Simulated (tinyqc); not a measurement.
Worked calculation: CCSD on RHF in the sto-3g basis, frozen core, for BeH2, spin multiplicity 1. One step of it, computed by the program tinyqc.

Task: Iteration 1: building the Fock matrix. J_ij = sum D_kl (ij|kl), K_ij = sum D_kl (ik|jl); F = H + J - 0.5 K; E = tr D H + tr D J / 2 - 0.25 tr D K + E_nn.

D at the start:
```
            1Be 1s     1Be 2s   1Be 2px    1Be 2py   1Be 2pz      2H 1s      3H 1s
1Be 1s    2.136616  -0.505867  0.000000   0.000000  0.000000  -0.029955  -0.029955
1Be 2s   -0.505867   1.820429  0.000000   0.000000  0.000000   0.170016   0.170016
1Be 2px   0.000000   0.000000  0.000000   0.000000  0.000000   0.000000   0.000000
1Be 2py   0.000000   0.000000  0.000000   2.089039  0.000000  -0.046634   0.046634
1Be 2pz   0.000000   0.000000  0.000000   0.000000  0.000000   0.000000   0.000000
2H 1s    -0.029955   0.170016  0.000000  -0.046634  0.000000   0.017069   0.014987
3H 1s    -0.029955   0.170016  0.000000   0.046634  0.000000   0.014987   0.017069
```

core Hamiltonian H = T + V (hartree):
```
            1Be 1s     1Be 2s    1Be 2px    1Be 2py    1Be 2pz      2H 1s      3H 1s
1Be 1s   -8.589543  -2.119740   0.000000   0.000000   0.000000  -0.436731  -0.436731
1Be 2s   -2.119740  -2.791569   0.000000   0.000000   0.000000  -1.108686  -1.108686
1Be 2px   0.000000   0.000000  -2.255408   0.000000   0.000000   0.000000   0.000000
1Be 2py   0.000000   0.000000   0.000000  -2.460365   0.000000  -1.192507   1.192507
1Be 2pz   0.000000   0.000000   0.000000   0.000000  -2.255408   0.000000   0.000000
2H 1s    -0.436731  -1.108686   0.000000  -1.192507   0.000000  -2.085247  -0.078011
3H 1s    -0.436731  -1.108686   0.000000   1.192507   0.000000  -0.078011  -2.085247
```

Two-electron integrals (ij|kl) in chemists' order, unique and non-zero (hartree):
```
(11|11) 2.298831    (21|11) 0.392036    (21|21) 0.079539    (22|11) 0.570988
(22|21) 0.143041    (22|22) 0.417683    (31|31) 0.014607    (32|31) 0.021888
(32|32) 0.092265    (33|11) 0.569578    (33|21) 0.143083    (33|22) 0.417589
(33|33) 0.449859    (41|41) 0.014607    (42|41) 0.021888    (42|42) 0.092265
(43|43) 0.024249    (44|11) 0.569578    (44|21) 0.143083    (44|22) 0.417589
(44|33) 0.401360    (44|44) 0.449859    (51|51) 0.014607    (52|51) 0.021888
(52|52) 0.092265    (53|53) 0.024249    (54|54) 0.024249    (55|11) 0.569578
(55|21) 0.143083    (55|22) 0.417589    (55|33) 0.401360    (55|44) 0.401360
(55|55) 0.449859    (61|11) 0.078753    (61|21) 0.015970    (61|22) 0.028961
(61|33) 0.028756    (61|41) 0.001414    (61|42) 0.002667    (61|44) 0.029387
(61|55) 0.028756    (61|61) 0.003363    (62|11) 0.192246    (62|21) 0.048872
(62|22) 0.155615    (62|33) 0.149701    (62|41) 0.006399    (62|42) 0.039345
(62|44) 0.167304    (62|55) 0.149701    (62|61) 0.010856    (62|62) 0.086503
(63|31) 0.004472    (63|32) 0.020969    (63|43) 0.006801    (63|63) 0.007921
(64|11) 0.206727    (64|21) 0.053193    (64|22) 0.177608    (64|33) 0.167082
(64|41) 0.010389    (64|42) 0.061202    (64|44) 0.198480    (64|55) 0.167082
(64|61) 0.012344    (64|62) 0.112266    (64|64) 0.150395    (65|51) 0.004472
(65|52) 0.020969    (65|54) 0.006801    (65|65) 0.007921    (66|11) 0.359187
(66|21) 0.092950    (66|22) 0.331768    (66|33) 0.307751    (66|41) 0.014234
(66|42) 0.113136    (66|44) 0.379535    (66|55) 0.307751    (66|61) 0.021176
(66|62) 0.234505    (66|64) 0.323047    (66|66) 0.774606    (71|11) 0.078753
(71|21) 0.015970    (71|22) 0.028961    (71|33) 0.028756    (71|41) -0.001414
(71|42) -0.002667   (71|44) 0.029387    (71|55) 0.028756    (71|61) 0.003070
(71|62) 0.009159    (71|64) 0.009613    (71|66) 0.017216    (71|71) 0.003363
(72|11) 0.192246    (72|21) 0.048872    (72|22) 0.155615    (72|33) 0.149701
(72|41) -0.006399   (72|42) -0.039345   (72|44) 0.167304    (72|55) 0.149701
(72|61) 0.009159    (72|62) 0.044685    (72|64) 0.046622    (72|66) 0.089290
(72|71) 0.010856    (72|72) 0.086503    (73|31) 0.004472    (73|32) 0.020969
(73|43) -0.006801   (73|63) 0.003225    (73|73) 0.007921    (74|11) -0.206727
(74|21) -0.053193   (74|22) -0.177608   (74|33) -0.167082   (74|41) 0.010389
(74|42) 0.061202    (74|44) -0.198480   (74|55) -0.167082   (74|61) -0.009613
(74|62) -0.046622   (74|64) -0.047000   (74|66) -0.092269   (74|71) -0.012344
(74|72) -0.112266   (74|74) 0.150395    (75|51) 0.004472    (75|52) 0.020969
(75|54) -0.006801   (75|65) 0.003225    (75|75) 0.007921    (76|11) 0.013198
(76|21) 0.003266    (76|22) 0.009237    (76|33) 0.009100    (76|44) 0.009506
(76|55) 0.009100    (76|61) 0.000664    (76|62) 0.003532    (76|64) 0.004091
(76|66) 0.007728    (76|71) 0.000664    (76|72) 0.003532    (76|74) -0.004091
(76|76) 0.000207    (77|11) 0.359187    (77|21) 0.092950    (77|22) 0.331768
(77|33) 0.307751    (77|41) -0.014234   (77|42) -0.113136   (77|44) 0.379535
(77|55) 0.307751    (77|61) 0.017216    (77|62) 0.089290    (77|64) 0.092269
(77|66) 0.180593    (77|71) 0.021176    (77|72) 0.234505    (77|74) -0.323047
(77|76) 0.007728    (77|77) 0.774606
```

nuclear repulsion = 3.07031146 hartree

Give: Coulomb J; exchange K; Fock matrix F; total energy of this density.

Result:

Coulomb J (hartree):
```
         1Be 1s  1Be 2s  1Be 2px  1Be 2py  1Be 2pz  2H 1s   3H 1s
1Be 1s    6.840   1.341    0.000    0.000    0.000  0.271   0.271
1Be 2s    1.341   2.789    0.000    0.000    0.000  1.028   1.028
1Be 2px   0.000   0.000    2.749    0.000    0.000  0.000   0.000
1Be 2py   0.000   0.000    0.000    2.859    0.000  1.167  -1.167
1Be 2pz   0.000   0.000    0.000    0.000    2.749  0.000   0.000
2H 1s     0.271   1.028    0.000    1.167    0.000  2.156   0.063
3H 1s     0.271   1.028    0.000   -1.167    0.000  0.063   2.156
```

exchange K (hartree):
```
         1Be 1s  1Be 2s  1Be 2px  1Be 2py  1Be 2pz  2H 1s   3H 1s
1Be 1s    4.692   0.828    0.000    0.000    0.000  0.182   0.182
1Be 2s    0.828   1.075    0.000    0.000    0.000  0.480   0.480
1Be 2px   0.000   0.000    0.241    0.000    0.000  0.000   0.000
1Be 2py   0.000   0.000    0.000    1.124    0.000  0.492  -0.492
1Be 2pz   0.000   0.000    0.000    0.000    0.241  0.000   0.000
2H 1s     0.182   0.480    0.000    0.492    0.000  0.531   0.022
3H 1s     0.182   0.480    0.000   -0.492    0.000  0.022   0.531
```

Fock matrix F (hartree):
```
         1Be 1s  1Be 2s  1Be 2px  1Be 2py  1Be 2pz   2H 1s   3H 1s
1Be 1s   -4.096  -1.193    0.000    0.000    0.000  -0.256  -0.256
1Be 2s   -1.193  -0.540    0.000    0.000    0.000  -0.320  -0.320
1Be 2px   0.000   0.000    0.373    0.000    0.000   0.000   0.000
1Be 2py   0.000   0.000    0.000   -0.164    0.000  -0.271   0.271
1Be 2pz   0.000   0.000    0.000    0.000    0.373   0.000   0.000
2H 1s    -0.256  -0.320    0.000   -0.271    0.000  -0.195  -0.026
3H 1s    -0.256  -0.320    0.000    0.271    0.000  -0.026  -0.195
```

total energy of this density = -14.92758 hartree
